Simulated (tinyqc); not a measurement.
What moves the results: Brillouin zone and empty-lattice bands of the fcc structure. A value that a table varies takes the place of the one given here.

Primitive vectors a (0,1/2,1/2), a (1/2,0,1/2), a (1/2,1/2,0); one atom. Reciprocal vectors obey a_i.b_j = 2 pi delta_ij; k is given in units of 2 pi/a. Empty-lattice levels are c0 (2 pi/a)^2 |k + G|^2, c0 = hbar^2/2m0. Points: X = (1, 0, 0), L = (0.5, 0.5, 0.5), K = (0.75, 0.75, 0), W = (1, 0.5, 0), U = (1, 0.25, 0.25).

Constants: hbar^2/2m0 = 3.80998211 eV angstrom^2.

Parameters, chosen for this exercise (out of a larger set: lattice near that of Ag; not measured data): a = 4.092 angstrom (lattice constant).

## Electron counts at which the sphere reaches the zone

Z = V kF^3/(3 pi^2), V the volume of the primitive cell, with kF = |k| of each point.

Results:
```
point  |k| (2 pi/a)  Z per atom  EF there (eV)
X            1.0000       2.094          8.983
L            0.8660       1.360          6.737
K            1.0607       2.499         10.106
W            1.1180       2.927         11.228
U            1.0607       2.499         10.106
```

The sphere first touches the zone at L, for Z = 1.360, and covers it at W, for Z = 2.927, while the zone itself holds 2 electrons per atom. These counts do not depend on a. First contact at 1.36 (fcc) and 1.48 (bcc) is the free-electron argument for the Hume-Rothery limits of brasses.

## Empty-lattice bands from Gamma to W

k = f x W; the eight lowest levels, degenerate ones repeated.

Levels (eV):
```
f          1      2      3      4      5      6      7      8
0.000   0.00  26.95  26.95  26.95  26.95  26.95  26.95  26.95
0.167   0.31  22.77  22.77  25.76  25.76  28.76  28.76  30.25
0.333   1.25  19.21  19.21  25.20  25.20  25.20  31.19  31.19
0.500   2.81  16.28  16.28  20.77  25.26  25.26  29.76  34.25
0.667   4.99  13.97  13.97  16.97  25.95  25.95  28.94  37.93
0.833   7.80  12.29  12.29  13.79  27.26  27.26  28.76  34.75
1.000  11.23  11.23  11.23  11.23  29.19  29.19  29.19  29.19
```

Band 1 is the parabola f^2 x 11.23 eV. The next levels start from the first shell of G at 26.95 eV; a branch falls at first if its G has a component against k, and branches cross. The second level ends at 11.23 eV and meets band 1 at the zone surface.

(tinyqc, `OMP_NUM_THREADS=1 python tinyqc.py 1851216 1851217 out.jsonl`, Intel(R) Xeon(R) Processor @ 2.30GHz, 1 thread, shared host, about 0.01 s.)
